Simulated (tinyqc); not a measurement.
Energy and lattice constant: complex band structure along [001] in sp3s* tight binding.

For k = (0, 0, kz) the phase sums are g0 = cos(phi) and g3 = i sin(phi), phi = kz a/4, and the s, pz, s* orbitals of anion (a) and cation (c) decouple from px, py. With z = exp(i phi), H(z) = H0 + z T + T^T/z for any complex z. H0 is diagonal (Esa, Epa, Exa, Esc, Epc, Exc). The anion-cation block is B(z) = z U + W/z and the cation-anion block z W^T + U^T/z, where U has Vss/2 (s,s), Vsapc/2 (s,z), -Vscpa/2 (z,s), Vxx/2 (z,z), Vxapc/2 (s*,z), -Vpaxc/2 (z,s*), and W has the same values with the s-z and s*-z signs reversed. |z| = 1 is a band state, |z| < 1 decays along [001] as exp(-kappa d) over a distance d, kappa = -(4/a) ln|z|. No spin-orbit coupling.

Parameters, chosen for this exercise (out of a larger set: near a published set for Ge, fitted to gaps, whose masses and valley positions are rough (light masses up to twice too heavy); not measured data): p = (-5.81, 1.62, -5.81, 1.62, 6.355, 6.355, -6.75, 1.595, 4.883, 5.427, 5.427, 5.174, 5.174) eV (order Esa, Epa, Esc, Epc, Exa, Exc, Vss, Vxx, Vxy, Vsapc, Vscpa, Vxapc, Vpaxc); a = 5.655 angstrom (lattice constant); dE = 0.14 eV (E - Ev).

The slowest root of the s-pz block and the heavy-hole branch, sinh^2(kappa a/4) = ((E - Epa)(E - Epc) - Vxx^2)/(Vxx^2 - Vxy^2), at E = Ev + dE with Ev the lower root of [[Epa, Vxx], [Vxx, Epc]]; the couplings are kept when a changes.

Results for these values:

| case | slowest kappa (1/angstrom) | heavy-hole kappa (1/angstrom) |
|---|---|---|
| base | 0.0413 | 0.0998 |

What happens to each result for a = 5.825 angstrom, all else kept?

Answer: slowest kappa falls from 0.0413 to 0.0401; heavy-hole kappa falls from 0.0998 to 0.0969.

The same for each parameter in turn:

| case | slowest kappa (1/angstrom) | heavy-hole kappa (1/angstrom) |
|---|---|---|
| base | 0.0413 | 0.0998 |
| dE = 0.17 eV | 0.0448 | 0.1094 |
| a = 5.825 angstrom | 0.0401 | 0.0969 |

With the couplings fixed, kappa a stays, so kappa scales as 1/a.

(tinyqc, `OMP_NUM_THREADS=1 python tinyqc.py 1450696 1450697 out.jsonl`, Intel(R) Xeon(R) Processor @ 2.30GHz, 1 thread, shared host, about 0.01 s.)
